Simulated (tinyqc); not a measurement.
Inside a calculation. Model: long-channel MOSFET, surface-potential model.

Numbers from tinyqc (`OMP_NUM_THREADS=1 python tinyqc.py 2360146 2360147 out.jsonl`; about 0.07 s on one thread of a shared Intel Xeon 2.30GHz). Printed values are rounded.

n-channel transistor on a uniformly doped p-type body, gradual-channel approximation, constant mobility, Boltzmann statistics, full ionisation. Potentials are counted from the neutral body; V is the electron quasi-Fermi potential, Vsb at the source and Vsb + Vds at the drain. Charges are magnitudes per area.

Values chosen for this exercise; material values close to those of gallium arsenide: temperature T = 300 K; band gap Eg = 1.4 eV; relative permittivity of the semiconductor eps_r = 13; conduction-band density of states at T Nc = 4.37e17 cm^-3; valence-band density of states at T Nv = 9.13e18 cm^-3; acceptor density of the body Na = 1.6e17 cm^-3; relative permittivity of the gate insulator eox = 3.82; insulator thickness tox = 4.2 nm; flat-band voltage Vfb = -0.91 V; channel mobility mu = 380 cm^2/(V s); gate width W = 10 um; gate length L = 5 um; source-body reverse bias Vsb = 0 V; gate-source voltage Vgs = 0.58 V; drain-source voltage Vds = 0.1 V.

Constants: q = 1.602176634e-19 C, kB = 1.380649e-23 J/K, Vt = kB T/q, eps0 = 8.8541878128e-14 F/cm where lengths are in cm. Results are converted to the units shown.

## Body potential, insulator capacitance and body factor

ni = sqrt(Nc Nv) exp(-Eg/(2 Vt)), Eg in volts; phiF = Vt ln(Na/ni); Cox = eps0 eox/tox; gamma = sqrt(2 q eps0 eps_r Na)/Cox. VT = Vfb + 2 phiF + gamma sqrt(2 phiF + Vsb), m = 1 + gamma/(2 sqrt(2 phiF + Vsb)).

ni = 3.47531e6 cm^-3
phiF = 0.634738 V
Cox = 0.805309 uF/cm^2
gamma = 0.301657 V^0.5
VT = 0.699356 V
m = 1.13387

## Iteration 1: surface potential at the source by Newton steps

psi at the start (the smaller of 2 phiF + Vsb + 4 Vt and the root without inversion charge) = 1.16766 V

With V = Vsb: G = psi - Vt + Vt e, e = exp((psi - 2 phiF - Vsb)/Vt); f = Vgs + Vsb - Vfb - psi - gamma sqrt(G); f' = -1 - gamma (1 + e)/(2 sqrt(G)); psi(new) = psi - f/f'.

G = 1.14231 V
f = -6.79290e-5 V
f' = -1.14387
psi after iteration 1 = 1.16760 V

## Course of the iteration: surface potential at the source by Newton steps

Stop when psi changes by less than 1e-10 V, or after 40 iterations.

Course of the iteration:
```
iteration  psi (V)  |change| (V)
1          1.16760       5.94e-5
2          1.16760      6.48e-11
```

Converged in 2 iterations. The change falls from 5.9e-5 in the first iteration to below the tolerance in the last.

## Charges and current of the charge-sheet model

psi_0 = 1.16760 V
psi_L = 1.16766 V

psi_0 and psi_L solve Vgs + Vsb - Vfb - psi = gamma sqrt(G) at V = Vsb and Vsb + Vds. Qi = Cox gamma [sqrt(G) - sqrt(psi - Vt)], G = psi - Vt + Vt exp((psi - 2 phiF - V)/Vt), at both ends. With U = Vgs + Vsb - Vfb: drift = mu (W/L) Cox [U (psi_L - psi_0) - (psi_L^2 - psi_0^2)/2 - (2/3) gamma ((psi_L - Vt)^1.5 - (psi_0 - Vt)^1.5)]; diffusion = mu (W/L) Vt (Qi0 - QiL).

Qi0 = 0.0571060 nC/cm^2
QiL = 0.00119623 nC/cm^2
drift current = 1.34787e-6 uA
diffusion current = 0.00109849 uA
drain current = 0.00109984 uA

Drift carries 0.123 % of the current.

## Inversion charge along the channel

V, point 0 to 6 (V): [0, 0.0166667, 0.0333333, 0.05, 0.0666667, 0.0833333, 0.1]

The surface potential psi at channel potential V solves Vgs + Vsb - Vfb - psi = gamma sqrt(G), G = psi - Vt + Vt exp((psi - 2 phiF - V)/Vt). Charge sheet: Qi = Cox gamma [sqrt(G) - sqrt(psi - Vt)]. Pao-Sah: Qi = (Cox gamma/2) integral from 3 Vt to psi of exp((u - 2 phiF - V)/Vt)/sqrt(G(u, V)) du.

psi, point 0 to 6 (V): [1.16760, 1.16763, 1.16765, 1.16765, 1.16766, 1.16766, 1.16766]
Qi, charge sheet, point 0 to 6 (nC/cm^2): [0.0571060, 0.0300059, 0.0157575, 0.00827260, 0.00434239, 0.00227919, 0.00119623]
Qi, Pao-Sah, point 0 to 6 (nC/cm^2): [0.0577758, 0.0303578, 0.0159424, 0.00836963, 0.00439332, 0.00230592, 0.00121026]

At the source the charge-sheet charge is 1.2 % below the Pao-Sah one.

## Pao-Sah current by Simpson's rule

I = mu (W/L) integral of Qi dV; Simpson's rule on the 7 points, step Vds/6, weights 1, 4, 2, ..., 4, 1 times step/3.

Pao-Sah current = 0.00111378 uA

Gauss-Legendre quadrature on many points gives 0.001113 uA, so this value is 0.090 % above it; the charge-sheet current, 0.001100 uA, is 1.2 % below it.
